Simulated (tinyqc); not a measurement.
Band-to-band tunnelling and avalanche in a reverse-biased abrupt junction: one step, computed by the program tinyqc.

Direct Kane tunnelling in the local field (for indirect gaps the mass is an effective fit) and one ionisation coefficient for both carriers. N is the doping of the light side, or N_A N_D/(N_A + N_D) for the symmetric junction; the built-in voltage is taken as E_g/e.

Problem. Junction at the given bias. E_g(T) = E_g - (T - 300 K)(-dE_g/dT); b(T) = b [1 + (rise)(T - 300 K)]; w = sqrt(2 eps eps_0 (V_R + E_g/e)/(e N)); F_m = 2 (V_R + E_g/e)/w; the field falls linearly from F_m to 0 across w.

Inputs (values chosen for the exercise, modelled on germanium):
```
quantity                                    value    unit
band gap at 300 K, E_g                      0.672      eV
gap narrowing with temperature, -dE_g/dT     0.39   meV/K
permittivity eps                               16       -
effective doping N                        2.7e+17  1/cm^3
reverse bias V_R                              1.6       V
temperature T                                 400       K
```

Junction: one-sided.

Constants: eps_0 = 8.8541878128e-12 F/m; e = 1.602176634e-19 C.

Give: E_g(T); depletion width w; peak field F_m; shortest tunnelling distance E_g/(e F_m).

Solution.

E_g(T) = 0.633 eV

depletion width w = 120.9 nm

peak field F_m = 0.3693 MV/cm

shortest tunnelling distance E_g/(e F_m) = 17.14 nm
